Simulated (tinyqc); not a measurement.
Elastic trap-assisted tunnelling through a dielectric: one step of the calculation.

Emitter at x = 0 (Fermi level 0), collector at x = t (Fermi level -V), band edge U(x) = phi - F x, F = V/t. A trap at x has the energy E = U(x) - Et. With G(u) = (4/(3 F)) sqrt(mo/C) max(u, 0)^1.5, C = hbar^2/(2 m0): S1 = G(phi - E) - G(Et), S2 = G(Et) - G(phi - V - E), T1,2 = exp(-S1,2). The steady rate through one trap is nu T1 T2 (f1 - f2)/(T1 + T2), f1 = f(E), f2 = f(E + V), f(y) = 1/(1 + exp(y/Vt)); both contacts offer states at E.

Task. Rate through a trap near the best position. n equally spaced x from xa to xb, where nearly all of the current flows; J = q Nt times the integral of the rate, by Simpson's rule.

Parameters, values chosen for the exercise; dielectric values close to those of silicon dioxide:
```
symbol,value,unit,meaning
T,300,K,temperature
phi,3.08,eV,barrier above the emitter Fermi level
mo,0.49,m0,tunnelling mass
t,4.8,nm,thickness
Et,2.62,eV,trap depth below the band edge of the dielectric
Nt,7.7e17,cm^-3,trap density
nu,1e13,1/s,attempt frequency
n,13,,points of the grid
V,1.66,V,voltage
xa,1.67,nm,left end of the grid
xb,2.71,nm,right end of the grid
```

Constants: q = 1.602176634e-19 C, kB = 1.380649e-23 J/K, hbar = 1.054571817e-34 J s, m0 = 9.1093837015e-31 kg, Vt = kB T/q, hbar^2/(2 m0) = 0.0380998212 eV nm^2. Results are converted to the units shown.

Wanted: x; E; S1; S2; f1 - f2; rate; J.

Result.

```
point  x (nm)    E (eV)      S1      S2  f1 - f2  rate (1/s)
0      1.6700  -0.11754  20.420  32.275  0.98951    0.095159
1      1.7567  -0.14751  21.534  31.501  0.99669     0.20794
2      1.8433  -0.17749  22.654  30.719  0.99896     0.45543
3      1.9300  -0.20746  23.778  29.929  0.99967      1.0017
4      2.0167  -0.23743  24.908  29.133  0.99990      2.1950
5      2.1033  -0.26740  26.042  28.329  0.99997      4.5171
6      2.1900  -0.29738  27.182  27.518  0.99999      6.5296
7      2.2767  -0.32735  28.327  26.700   1.0000      4.1663
8      2.3633  -0.35732  29.477  25.875   1.0000      1.5365
9      2.4500  -0.38729  30.632  25.042   1.0000     0.49545
10     2.5367  -0.41726  31.792  24.203   1.0000     0.15582
11     2.6233  -0.44724  32.957  23.357   1.0000    0.048628
12     2.7100  -0.47721  34.127  22.504   1.0000    0.015094
```

J = 2.2668e-8 A/cm^2

Range of the model: Phonon-assisted (inelastic) capture, chains of traps and a spread of trap depths are left out.

Program tinyqc, `OMP_NUM_THREADS=1 python tinyqc.py 2370141 2370142 out.jsonl`; Intel Xeon 2.30GHz, shared host, one thread, about 0.04 s.
